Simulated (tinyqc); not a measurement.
A ladder of methods, and size consistency: correlation methods against full CI in the sto-3g basis, for H2, spin multiplicity 1. Computed by the program tinyqc with PySCF. 

Geometry (angstrom):
```
atom,x,y,z
H,0.0000,0.0000,0.0000
H,0.0000,0.0000,0.8570
```

RHF energy of one = -1.101148 hartree

All electrons correlated; +Q is the Davidson correction (1 - c0^2) E_corr. The last columns treat two copies 100 angstrom apart as one system. FCI is the lowest singlet.

Correlation energies (hartree):
```
method,E_corr of one,share of FCI (%),E_corr of two at 100 angstrom,two minus twice one (mhartree)
MP2,-0.01612,61.472,-0.03225,0.000
CISD,-0.02623,100.000,-0.05149,0.965
CISD+Q,-0.02673,101.910,-0.05335,0.105
CCSD,-0.02623,100.000,-0.05246,0.000
CCSD(T),-0.02623,100.000,-0.05246,0.000
FCI,-0.02623,100.000,-,-
```

MP2 recovers 61 %, CISD 100.0 % and CCSD 100.0 % of the FCI value (c0^2 = 0.981 in CISD). MP2 and coupled cluster are size consistent, so their last column vanishes; CISD loses 0.97 mhartree, since a double excitation on each copy is a quadruple of the pair, and the Davidson correction leaves +0.11. With two electrons, or one virtual orbital, CISD and CCSD are exact for one copy, so +Q overshoots there.
